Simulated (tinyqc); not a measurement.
Vibrations of a mass or spring defect in a linear chain: one step, computed by the program tinyqc.

A ring of N atoms with nearest-neighbour springs k and motion along the chain. Atom 1 is the defect, of mass M', and its two springs are k'. Odd sites are A (the defect replaces an A atom), even sites B.

Problem. Frequencies of the ring. Diagonalise D and leave out the zero eigenvalue of the uniform shift. nu = 15.6333042 THz x sqrt(lambda), lambda in eV/(angstrom^2 u).

Host: diatomic.

D (eV/(angstrom^2 u)):
```
[[0.2714286, -0.1326827, 0.0000000, 0.0000000, 0.0000000, 0.0000000, 0.0000000, 0.0000000, 0.0000000, 0.0000000, 0.0000000, -0.1326827],
 [-0.1326827, 0.2594378, -0.0704165, 0.0000000, 0.0000000, 0.0000000, 0.0000000, 0.0000000, 0.0000000, 0.0000000, 0.0000000, 0.0000000],
 [0.0000000, -0.0704165, 0.0764497, -0.0704165, 0.0000000, 0.0000000, 0.0000000, 0.0000000, 0.0000000, 0.0000000, 0.0000000, 0.0000000],
 [0.0000000, 0.0000000, -0.0704165, 0.2594378, -0.0704165, 0.0000000, 0.0000000, 0.0000000, 0.0000000, 0.0000000, 0.0000000, 0.0000000],
 [0.0000000, 0.0000000, 0.0000000, -0.0704165, 0.0764497, -0.0704165, 0.0000000, 0.0000000, 0.0000000, 0.0000000, 0.0000000, 0.0000000],
 [0.0000000, 0.0000000, 0.0000000, 0.0000000, -0.0704165, 0.2594378, -0.0704165, 0.0000000, 0.0000000, 0.0000000, 0.0000000, 0.0000000],
 [0.0000000, 0.0000000, 0.0000000, 0.0000000, 0.0000000, -0.0704165, 0.0764497, -0.0704165, 0.0000000, 0.0000000, 0.0000000, 0.0000000],
 [0.0000000, 0.0000000, 0.0000000, 0.0000000, 0.0000000, 0.0000000, -0.0704165, 0.2594378, -0.0704165, 0.0000000, 0.0000000, 0.0000000],
 [0.0000000, 0.0000000, 0.0000000, 0.0000000, 0.0000000, 0.0000000, 0.0000000, -0.0704165, 0.0764497, -0.0704165, 0.0000000, 0.0000000],
 [0.0000000, 0.0000000, 0.0000000, 0.0000000, 0.0000000, 0.0000000, 0.0000000, 0.0000000, -0.0704165, 0.2594378, -0.0704165, 0.0000000],
 [0.0000000, 0.0000000, 0.0000000, 0.0000000, 0.0000000, 0.0000000, 0.0000000, 0.0000000, 0.0000000, -0.0704165, 0.0764497, -0.0704165],
 [-0.1326827, 0.0000000, 0.0000000, 0.0000000, 0.0000000, 0.0000000, 0.0000000, 0.0000000, 0.0000000, 0.0000000, -0.0704165, 0.2594378]]
```

Constants: nu for 1 eV/(angstrom^2 u) = 15.6333042 THz.

Give: nonzero frequencies.

Solution.

nonzero frequencies (THz): [1.945, 2.146, 3.582, 3.933, 5.320, 7.963, 8.322, 8.435, 8.849, 8.981, 10.603]
